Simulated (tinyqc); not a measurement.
Inside a calculation. Method: tight binding, honeycomb lattice. Computed by tinyqc, a small Python program that keeps every step. Settings: t1 = 2.84, t2 = 0.38, phi = 2.36, delta = 1.02, points = 5. Command: `OMP_NUM_THREADS=1 python tinyqc.py 26947 26948 out.jsonl` (the two numbers bound the seeds that draw the settings). One thread of a shared host (Intel(R) Xeon(R) Processor @ 2.60GHz), about 0.01 s of CPU time with the checks.

## Bloch Hamiltonian at k

Parameters chosen for this model:
```
parameter     value                        unit
t1         2.840000                 eV, nearest
t2         0.380000       eV, second neighbours
phi        2.360000  rad, phase of t2 (Haldane)
delta      1.020000          eV, +/- on A and B
```

k point k (fractions of the reciprocal vectors): 0.44000  -0.46000

H_AB = -t1 (1 + exp(-i k.a1) + exp(-i k.a2)); H_AA = delta - 2 t2 sum cos(k.b + phi), H_BB = -delta - 2 t2 sum cos(k.b - phi), b = a1, a2 - a1, -a2.

H(k) at k (eV):
```
                  A                 B
A           1.07725  2.55134+0.33919i
B  2.55134-0.33919i          -2.25252
```

## Levels at k

Diagonalise the Hermitian matrix.

eigenvalues (eV): -3.65297  2.47769

weights |c|^2 of the basis functions:
```
    band 1   band 2
A  0.22843  0.77157
B  0.77157  0.22843
```

## Bloch Hamiltonian at K

k point K (fractions of the reciprocal vectors): 0.33333  0.66667

As before.

H(k) at K (eV):
```
         A         B
A  1.60172   0.00000
B  0.00000  -3.22005
```

## Levels at K

As before.

eigenvalues (eV): -3.22005  1.60172

weights |c|^2 of the basis functions:
```
    band 1   band 2
A  0.00000  1.00000
B  1.00000  0.00000
```

## Bands along a path

The same steps at evenly spaced points between the labelled ones.

Bands along the path (eV):
```
k            band 1    band 2
G          -6.96251  10.19917
G-K 0.25   -6.63139   9.03952
G-K 0.50   -5.60085   6.14029
G-K 0.75   -4.06601   2.98712
K          -3.22005   1.60172
K-M 0.25   -3.35736   1.83159
K-M 0.50   -3.56266   2.23342
K-M 0.75   -3.64942   2.49951
M          -3.55706   2.47817
M-K' 0.25  -3.26374   2.11383
M-K' 0.50  -2.74375   1.41451
M-K' 0.75  -1.97039   0.44462
K'         -1.18005  -0.43828
```

With 1 band(s) filled, the highest filled level on these points lies at K' and the lowest empty one at K': a gap of 0.7418 eV, direct.

## Chern number of the lower band

On a 5 x 5 mesh, the phase of the product of overlaps around each plaquette (k1 then k2); the sum over 2 pi is an integer.

plaquette phases (rad):
```
          1         2         3         4         5
1   0.00000  -0.05170  -0.27015   0.08258   0.04705
2   0.02157  -0.08705  -0.51858  -0.40505   0.08258
3  -0.13793  -0.33477  -0.54563  -0.51858  -0.27015
4  -0.03208  -2.73321  -0.33477  -0.08705  -0.05170
5   0.00987  -0.03208  -0.13793   0.02157   0.00000
```

Chern number = -1.00000
